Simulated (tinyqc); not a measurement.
Comparisons within one model: defect-molecule model of a vacancy with Jahn-Teller distortion. A value that a table varies takes the place of the one given here.

Four dangling hybrids a, b, c, d point into the vacancy: H_ii = E0, and -gm between any two. A tetragonal distortion Q pairs a with b and c with d: those two couplings become -gm - I Q and the other four -gm + I Q/2, at an elastic cost k Q^2/2. The a1 level holds two electrons; charge states 2+, + and 0 put n = 0, 1, 2 more into the lowest level of t2 origin. Energy from the 2+ state at Q = 0, with the Fermi level mu counted from Ev: W_n(Q) = n (et - 2 I Q) + k Q^2/2 + Uc n (n - 1)/2 - n mu. et = E0 + gm is the undistorted t2 level.

Constants: kB = 8.617333262e-05 eV/K.

Values chosen for the exercise (of the size used for the vacancy in silicon; the results hold for these values, not for the real material):
- E0 = -0.09 eV (level of a dangling hybrid, from Ev)
- gm = 0.39 eV (coupling between two dangling hybrids)
- I = 0.96 eV/angstrom (Jahn-Teller coupling)
- k = 16 eV/angstrom^2 (force constant of the mode)
- Uc = 0.15 eV (repulsion of two electrons in one orbital)
- T = 300 K (temperature)
- mu1 = 0.02 eV (first Fermi level)

## Occupation against the Fermi level

Weights g_n exp(-W_n/kT) with W_n = n et - n^2 E_JT + Uc n (n - 1)/2 - n mu, E_JT = 2 I^2/k, degeneracies 1, 6 (spin and three axes) and 3; mu = mu1 + 0.03 j eV.

Shares:
```
mu (eV)      2+       +       0  mean charge
0.02     0.9897  0.0101  0.0002       1.9895
0.05     0.9665  0.0315  0.0019       1.9646
0.08     0.8894  0.0926  0.0180       1.8713
0.11     0.6499  0.2160  0.1341       1.5158
0.14     0.2403  0.2548  0.5049       0.7353
0.17     0.0388  0.1312  0.8300       0.2088
0.20     0.0044  0.0470  0.9486       0.0557
0.23     0.0004  0.0153  0.9843       0.0162
0.26     0.0000  0.0048  0.9951       0.0049
```

U_eff = Uc - 2 E_JT = -0.080 eV and kT = 25.9 meV. The + state reaches at most 25.5 % on these rows, at mu = 0.14 eV. The mean charge goes from 1.99 to 0.00.

## When U turns negative

The force constant is varied. E_JT = 2 I^2/k, E(2+/+) = et - E_JT, E(+/0) = et - 3 E_JT + Uc, U_eff = Uc - 2 E_JT.

Against k:
```
k (eV/angstrom^2)  E_JT (eV)  (2+/+) (eV)  (+/0) (eV)  U_eff (eV)  Q of the neutral state (angstrom)
8                     0.2304       0.0696     -0.2412     -0.3108                             0.4800
12                    0.1536       0.1464     -0.0108     -0.1572                             0.3200
16                    0.1152       0.1848      0.1044     -0.0804                             0.2400
24                    0.0768       0.2232      0.2196     -0.0036                             0.1600
32                    0.0576       0.2424      0.2772      0.0348                             0.1200
48                    0.0384       0.2616      0.3348      0.0732                             0.0800
64                    0.0288       0.2712      0.3636      0.0924                             0.0600
96                    0.0192       0.2808      0.3924      0.1116                             0.0400
```

k at which U_eff = 0 = 24.58 eV/angstrom^2

Levels below 0 lie in the valence band. U_eff is negative for k below 4 I^2/Uc = 24.6: 4 of the 8 rows. The gain grows as n^2, so the second electron wins 3 E_JT where the first wins E_JT. For a stiff lattice the levels tend to et = 0.300 and et + Uc = 0.450 eV.

## What each parameter does

E_JT = 2 I^2/k, E(2+/+) = et - E_JT, E(+/0) = et - 3 E_JT + Uc, U_eff = E(+/0) - E(2+/+); a1 level E0 - 3 gm. Each row changes one parameter from the base and keeps the others.

Results:
```
case                    (2+/+) (eV)  (+/0) (eV)  U_eff (eV)  a1 (eV)
base                         0.1848      0.1044     -0.0804  -1.2600
E0 = -0.04 eV                0.2348      0.1544     -0.0804  -1.2100
gm = 0.43 eV                 0.2248      0.1444     -0.0804  -1.3800
I = 1.056 eV/angstrom        0.1606      0.0318     -0.1288  -1.2600
k = 17.6 eV/angstrom^2       0.1953      0.1358     -0.0595  -1.2600
Uc = 0.21 eV                 0.1848      0.1644     -0.0204  -1.2600
```

The largest shifts from the base row, up to three for each result and ties (the steps differ in size, so this ranks the rows, not the parameters). (2+/+) (eV): E0 +0.0500, gm +0.0400, I -0.0242; unchanged at the printed digits by Uc. (+/0) (eV): I -0.0726, Uc +0.0600, E0 +0.0500. U_eff (eV): Uc +0.0600, I -0.0484, k +0.0209; unchanged at the printed digits by E0 and gm. a1 (eV): gm -0.1200, E0 +0.0500; unchanged at the printed digits by I, k and Uc. E0 and gm move both levels alike, so U_eff depends on I, k and Uc alone.

(tinyqc, `OMP_NUM_THREADS=1 python tinyqc.py 1480029 1480030 out.jsonl`, Intel(R) Xeon(R) Processor @ 2.30GHz, 1 thread, shared host, about 0.01 s.)
